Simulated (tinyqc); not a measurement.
Surface potential of a MOS transistor: implicit equation and explicit approximations: two steps of the calculation.

p-type body, charge-sheet picture, depletion and inversion only, full ionisation (an idealisation for deep acceptors), Boltzmann statistics (rough once Na exp(x - xn) passes about Nc/7). In units of Vt: xg = (Vg - Vfb)/Vt, x = psi/Vt, G = gamma/sqrt(Vt), xn = (2 phiF + Vc)/Vt. The implicit equation is (xg - x)^2 = G^2 [x - 1 + exp(x - xn)] for x above about 3. Cox = eps0 eox/tox.

Inputs (values chosen for the exercise); band and dielectric values close to those of silicon: temperature T = 350 K; relative permittivity of the gate insulator (close to silicon dioxide) eox = 3.9; insulator thickness tox = 5.1 nm; channel-body voltage Vc = 1 V.

Constants: q = 1.602176634e-19 C, kB = 1.380649e-23 J/K, Vt = kB T/q, eps0 = 8.8541878128e-14 F/cm where lengths are in cm. Results are converted to the units shown.

Problem 1. Explicit approximation. Depletion value a = 1 + [sqrt(G^2/4 + xg - 1) - G/2]^2; inversion value b = xn + ln[(xg - xn)^2/G^2 - xn + 1] and first guess y = min(a, b) - ln(1 + exp(-|a - b|)) if a > xn + 1, else b = y = a; one second-order correction with D = exp(y - xn), p = 2 (xg - y) + G^2 (1 + D), w = (xg - y)^2 - G^2 (y - 1 + D): z = y + 2 w/(p + sqrt(p^2 - 2 (2 - G^2 D) w)), or the Newton step z = y + w/p where the root is not real.

G = 0.95921008
xn = 56.352083
xg = 53.049226

Find: a; b; y; p; w; z.

Solution 1.

a = 46.57
b = 46.57
y = 46.57
p = 13.87
w = -5.214e-5
z = 46.57

The root of the implicit equation is x = 46.5738; y misses it by 3.8e-6 and z by 0, in units of Vt.

Problem 2. Potential, charges and gate control. psi = Vt x; N_dep = Cox Vt G sqrt(x - 1)/q; N_inv = (Cox Vt G/q) [sqrt(x - 1 + exp(x - xn)) - sqrt(x - 1)]; dpsi/dVg = 1/[1 + G^2 (1 + exp(x - xn))/(2 (xg - x))].

converged x = 46.573754
G = 0.95921008
xn = 56.352083
xg = 53.049226

Wanted: psi; N_dep; N_inv; dpsi/dVg.

Solution 2.

psi = 1.405 V
N_dep = 8.254e11 cm^-2
N_inv = 5.131e5 cm^-2
dpsi/dVg = 0.9337

psi lies 9.8 Vt below 2 phiF + Vc.

tinyqc, about 0.01 s, one thread, Intel Xeon 2.30GHz (shared host): `OMP_NUM_THREADS=1 python tinyqc.py 2122001 2122002 out.jsonl`
